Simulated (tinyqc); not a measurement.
# MOS capacitor on a p-type substrate, surface potential from the exact charge relation: effect of the reverse bias of the inversion layer against the body on threshold and swing

Uniform p-type substrate, Boltzmann statistics, full ionisation, classical densities. psi is the surface potential against the body (positive when the bands bend down) and u = psi/Vt. Traps are spread evenly over the gap and neutral at flat band, so their charge is -q Dit psi; the minority quasi-Fermi level is shifted by Vb.

ni = sqrt(Nc Nv) exp(-Eg/(2 Vt)), Eg in volts; phiF = Vt ln(N/ni); Cox = eps0 eox/tox; Vfb = phiM - chi - (Eg - Vt ln(Nv/N)) - q Nf/Cox; VT = Vfb + [(2 phiF + Vb)(1 + q Dit/Cox) + sqrt(2 eps0 eps_r q N (2 phiF + Vb))/Cox]. gamma = sqrt(2 eps0 eps_r q N)/Cox; Wm = sqrt(2 eps0 eps_r (2 phiF + Vb)/(q N)); m = 1 + (eps0 eps_r/Wm + q Dit)/Cox; swing m Vt ln 10; Cmin/Cox = 1/(1 + Cox Wm/(eps0 eps_r)).

Values chosen for this exercise; band and dielectric values close to those of gallium arsenide: temperature T = 273 K; band gap Eg = 1.45 eV; relative permittivity eps_r = 12.9; conduction-band density of states at T Nc = 3.81e17 cm^-3; valence-band density of states at T Nv = 7.72e18 cm^-3; electron affinity chi = 4.08 eV; acceptor density of the substrate N = 1.5e15 cm^-3; relative permittivity of the gate insulator (close to aluminium oxide) eox = 8.95; insulator thickness tox = 5.5 nm; gate work function phiM = 4.34 eV; fixed charge at the interface, in units of q Nf = 0 cm^-2; density of interface traps Dit = 0 cm^-2 eV^-1.

Constants: q = 1.602176634e-19 C, kB = 1.380649e-23 J/K, Vt = kB T/q, eps0 = 8.8541878128e-14 F/cm where lengths are in cm. Results are converted to the units shown.

The same in every row: Vfb (V) = -0.9890; 2 phiF (V) = 1.119; gamma (V^0.5) = 0.01626.

Effect of the reverse bias of the inversion layer against the body on threshold and swing:

| Vb (V) | VT (V) | Wm (nm) | m | swing (mV/decade) | Cmin/Cox |
|---|---|---|---|---|---|
| 0 | 0.1469 | 1031 | 1.008 | 54.59 | 0.007629 |
| 0.4 | 0.5498 | 1201 | 1.007 | 54.53 | 0.006555 |
| 0.8 | 0.9523 | 1350 | 1.006 | 54.49 | 0.005836 |
| 1.2 | 1.354 | 1485 | 1.005 | 54.46 | 0.005311 |
| 1.6 | 1.757 | 1608 | 1.005 | 54.44 | 0.004907 |
| 2 | 2.158 | 1722 | 1.005 | 54.42 | 0.004583 |
| 2.4 | 2.560 | 1829 | 1.004 | 54.40 | 0.004316 |
| 2.8 | 2.962 | 1930 | 1.004 | 54.39 | 0.004091 |

As Vb goes from 0 to 2.8, VT rises from 0.147 to 2.96 V, the swing stays near 54.5 mV/decade and Cmin/Cox falls from 0.00763 to 0.00409. Vfb does not move. The slope |dVT/dVb| between the first two rows is 1.01, close to m (VT is counted against the body; against the source it is m - 1).

Program tinyqc, `OMP_NUM_THREADS=1 python tinyqc.py 2060147 2060148 out.jsonl`; Intel Xeon 2.30GHz, shared host, one thread, about 0.01 s.
